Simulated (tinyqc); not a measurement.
Strength against creep resistance: grain growth, pinning, strength and diffusional creep of a polycrystal or thin film. Computed by tinyqc, a small Python program. Command: `OMP_NUM_THREADS=1 python tinyqc.py 3010610 3010611 out.jsonl grain walk`. One thread of a shared host (Intel(R) Xeon(R) Processor @ 2.30GHz), about 0.01 s of CPU time with the checks.

One mean grain size d describes the structure.

Inputs (values chosen for the exercise, modelled on polycrystalline silicon):
```
quantity                                    value        unit
atomic volume Omega                         20.02  angstrom^3
boundary energy gamma                        0.62       J/m^2
mobility prefactor M0                     1.5e-05   m^4/(J s)
activation energy of boundary motion Q_m      3.1          eV
anneal temperature T                         1209           K
anneal time t                                2200           s
initial grain size d0                          27          nm
particle volume fraction f                 0.0012           -
particle radius r                              24          nm
Hall-Petch slope k_y                         0.27   MPa m^0.5
lattice diffusion energy Q_l                 4.85          eV
boundary diffusion energy Q_b                2.38          eV
lattice prefactor D0                      3.7e-05       m^2/s
boundary prefactor delta D0b                1e-15       m^3/s
applied stress sigma                          140         MPa
service temperature T_c                       667           K
```

Sample: bulk.

Constants: k_B = 8.617333262e-05 eV/K; k_B = 1.380649e-23 J/K.

Method:
- M = M0 exp(-Q_m/(k_B T)). The driving pressure is 2 gamma/d. Zener pinning pressure 3 f gamma/(2 r) stops growth at d_Z = 4 r/(3 f). The limit is d_lim = d_Z.
- dd/dt = 2 M gamma (1/d - 1/d_lim) integrates to 2 M gamma t = d_lim (d0 - d) + d_lim^2 ln[(d_lim - d0)/(d_lim - d)]; without pinning d^2 = d0^2 + 4 M gamma t.
- Nabarro-Herring rate = 14 sigma Omega D_l/(k_B T d^2), D_l = D0 exp(-Q_l/(k_B T)); Coble rate = 14 pi sigma Omega delta D_b/(k_B T d^3), delta D_b = delta D0b exp(-Q_b/(k_B T)); they are equal at d_x = pi delta D_b/D_l.
- Hall-Petch term k_y/sqrt(d).

crossover size d_x = 3.90836e+14 micrometre

At T_c and sigma:
```
d (nm)  Hall-Petch term (MPa)  Nabarro-Herring (1/s)  Coble (1/s)  time to 1 % (s)
30                     1558.8             3.9574e-26   5.1556e-10       1.9396e+07
100                     853.8             3.5616e-27   1.3920e-11       7.1838e+08
300                     493.0             3.9574e-28   5.1556e-13       1.9396e+10
1000                    270.0             3.5616e-29   1.3920e-14       7.1838e+11
3000                    155.9             3.9574e-30   5.1556e-16       1.9396e+13
10000                    85.4             3.5616e-31   1.3920e-17       7.1838e+14
100000                   27.0             3.5616e-33   1.3920e-20       7.1838e+17
```

What follows from these numbers?

From 100 micrometre to 30 nm grains the Hall-Petch term grows 58 times, while the time to 1 % strain shrinks by 10.6 decades. Coble creep rules in 7 of the seven rows (d_x is a millimetre or more). Fine grains resist slip but creep fast. The Hall-Petch value at 30 nm is at the edge of that law. Caution: sigma Omega is not small against k_B T, as the linear creep laws assume.

Extremes, crossings and ranges named in words are read from the listed rows.
